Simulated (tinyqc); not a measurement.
Resistance of a source-drain extension with a graded tip: two steps of the calculation.

y runs along the channel, the gate covers y > 0. The doping is N0 for y < y0 and N0 10^(-(y - y0)/la) beyond, uniform over the depth xj. Sheet conductance s(y) = q mu(N) max(N - Nch, 0) xj + (for y > 0) ma Cox Vo, with mu(N) = u0 + (u1 - u0)/(1 + (N/Nr)^au) and Cox = eps0 eox/tox. Current is taken as one-dimensional; depletion of the tip, spreading and the contact are left out. The metallurgical junction lies at yj, where N = Nch.

Values chosen for this exercise; mobility law close to that of electrons in silicon: relative permittivity of the gate insulator (close to silicon dioxide) eox = 3.9; insulator thickness tox = 1.2 nm; active doping of the extension far from the gate N0 = 1.2e20 cm^-3; lateral abruptness la = 2.6 nm/decade; position under the gate where the fall begins (gate edge at 0) y0 = 1.1 nm; depth of the extension xj = 10 nm; channel doping Nch = 5.5e17 cm^-3; gate overdrive Vo = 0.76 V; mobility of the gate-induced layer ma = 81 cm^2/(V s); mobility at low doping u1 = 1414 cm^2/(V s); mobility at high doping u0 = 68.5 cm^2/(V s); reference doping Nr = 9.2e16 cm^-3; exponent au = 0.711; gate length Lg = 60 nm.

Constants: q = 1.602176634e-19 C, eps0 = 8.8541878128e-14 F/cm where lengths are in cm. Results are converted to the units shown.

Problem 1. Sheet resistances and junction position. yj = y0 + la log10(N0/Nch); sheet resistance of the full extension 1/[q mu(N0)(N0 - Nch) xj] and of the gate-induced layer 1/(ma Cox Vo); metallurgical length Lg - 2 yj; ye is where the doped and the gate-induced conductances are equal.

Wanted: yj; sheet resistance of the extension; sheet resistance of the induced layer; metallurgical length; ye; N at ye.

Solution 1.

yj = 7.181 nm
sheet resistance of the extension = 681.7 ohm/square
sheet resistance of the induced layer = 5645 ohm/square
metallurgical length = 45.64 nm
ye = 3.879 nm
N at ye = 1.024e19 cm^-3

The gate takes over 3.30 nm before the junction, where N is still 18.6 times the channel doping.

Problem 2. Resistance of the overlapped part. Midpoint rule on 12 equal steps from 0 to yj: R_ov = sum h/s(y), per width.

Find: y; N; doped conductance; sheet resistance; R_ov.

Solution 2.

| point | y (nm) | N (cm^-3) | doped conductance (uS) | sheet resistance (ohm/square) |
|---|---|---|---|---|
| 0 | 0.2992 | 1.200e20 | 1467 | 608.2 |
| 1 | 0.8976 | 1.200e20 | 1467 | 608.2 |
| 2 | 1.496 | 8.450e19 | 1062 | 807.1 |
| 3 | 2.094 | 4.974e19 | 659.4 | 1195 |
| 4 | 2.693 | 2.928e19 | 416.5 | 1684 |
| 5 | 3.291 | 1.723e19 | 268.2 | 2246 |
| 6 | 3.890 | 1.014e19 | 175.8 | 2833 |
| 7 | 4.488 | 5.971e18 | 116.7 | 3403 |
| 8 | 5.086 | 3.515e18 | 77.14 | 3933 |
| 9 | 5.685 | 2.069e18 | 48.94 | 4423 |
| 10 | 6.283 | 1.218e18 | 27.12 | 4896 |
| 11 | 6.882 | 7.169e17 | 8.612 | 5383 |

R_ov = 19.16 ohm um

Computed by the program tinyqc: `OMP_NUM_THREADS=1 python tinyqc.py 2282211 2282212 out.jsonl`, one thread of a shared Intel Xeon 2.30GHz, about 0.03 s for the whole run.
